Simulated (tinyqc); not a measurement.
# Leakage currents through a thin dielectric, step by step

A worked calculation. Computed by tinyqc, a small Python program that keeps every step. Command: `OMP_NUM_THREADS=1 python tinyqc.py 3031705 3031706 out.jsonl leak walk`. One thread of a shared host (Intel(R) Xeon(R) Processor @ 2.30GHz), about 0.02 s of CPU time with the checks. Intermediate numbers are printed to about 7 digits and carried at full precision; extremes and crossings named in words are read from the listed rows.

Electrons leave an electrode with Fermi energy E_F above its band bottom; barriers are counted from the Fermi level, and both electrodes are alike.

Inputs (values chosen for the exercise, modelled on HfO2):
```
quantity                           value  unit
barrier height phi_B                1.67    eV
tunnelling mass m                   0.19   m_0
static permittivity k               22.7     -
optical permittivity k_o            4.17     -
trap depth phi_t                    0.97    eV
Poole-Frenkel prefactor sigma_0  7.6e-08  S/cm
thickness t                          1.3    nm
electrode Fermi energy E_F           4.3    eV
electrode mass m_e                     1   m_0
voltage V                           0.61     V
temperature T                        300     K
```

Stack: single layer.

Constants: m_0 = 9.1093837015e-31 kg; e = 1.602176634e-19 C; hbar = 1.054571817e-34 J s; k_B = 8.617333262e-05 eV/K; k_B = 1.380649e-23 J/K; eps_0 = 8.8541878128e-12 F/m; h = 6.62607015e-34 J s.

## Fields

Field F = V/t; equivalent oxide thickness 3.9 t/k.

field F = 4.692308 MV/cm

equivalent oxide thickness = 0.2233480 nm

## Transmission at the Fermi level

WKB: a layer of mass m, field F and barrier b(x) = b_0 - e F x gives the exponent (4 sqrt(2 m)/(3 hbar e F)) [b_0^(3/2) - max(b_0 - e F t, 0)^(3/2)] for b_0 > 0; b_0 = barrier - (E - E_F); the transmission is D(E) = exp(-sum of exponents), without image force.

exponent of the dielectric = 6.769272

transmission D(E_F) = 0.001148530

At E_F the barrier of the dielectric is trapezoidal (direct tunnelling).

## Tunnel current

Tsu-Esaki: J = (e m_e k_B T/(2 pi^2 hbar^3)) int D(E) ln[(1 + exp((E_F - E)/k_B T))/(1 + exp((E_F - eV - E)/k_B T))] dE over the normal energy E (its change with the mass at an interface is neglected) from max(0, E_F - 3 eV) to E_F + largest barrier, by 100 Gauss-Legendre points in each part, split at E_F - 0.3 eV (if inside the range) and E_F + 8 k_B T. The mean energy weights E - E_F by the integrand.

tunnel current density = 2939087 A/cm^2

mean energy of the current above E_F = -0.7568715 eV

The current flows close to or below E_F.

## Thermal currents

Schottky emission J = A T^2 exp(-(phi_B - sqrt(e^3 F/(4 pi k_o eps_0)))/k_B T), A = 4 pi e m k_B^2/h^3 with the tunnelling mass; Poole-Frenkel J = sigma_0 F exp(-(phi_t - sqrt(e^3 F/(pi k_o eps_0)))/k_B T); both use the field F of the dielectric.

Schottky lowering = 0.4025327 eV

Poole-Frenkel lowering = 0.8050653 eV

Schottky current density = 1.047827e-15 A/cm^2

Poole-Frenkel current density = 6.045317e-04 A/cm^2

The Poole-Frenkel lowering is twice the Schottky one, because the charge of a trap is fixed while an image charge moves with the electron.

## Which mechanism rules?

The formulas are those given above.

Current densities (A/cm^2):
```
V (V)  F (MV/cm)  tunnelling      Schottky  Poole-Frenkel
0.12    0.923077      538397  1.808500e-19   3.542651e-12
0.21    1.615385      947442  1.681562e-18   5.359883e-10
0.30    2.307692     1365611  1.000729e-17   2.711841e-08
0.43    3.307692     1994647  8.621517e-17   2.885002e-06
0.52    4.000000     2454086  3.173492e-16   4.727031e-05
0.61    4.692308     2939087  1.047827e-15   6.045317e-04
0.73    5.615385     3635677  4.524667e-15   1.348983e-02
```

The largest current is tunnelling from 0.120 to 0.730 V. Over the table tunnelling grows by 0.8 decades, Schottky by 4.4 and Poole-Frenkel by 9.6. A plot of ln(J/F) against sqrt(F) for the Poole-Frenkel column has the slope 14.38 per sqrt(MV/cm), from which k_o follows; reading it as Schottky emission would give about k_o/4.

Checks made by the program: energy integral against adaptive quadrature (relative difference below 1e-10).
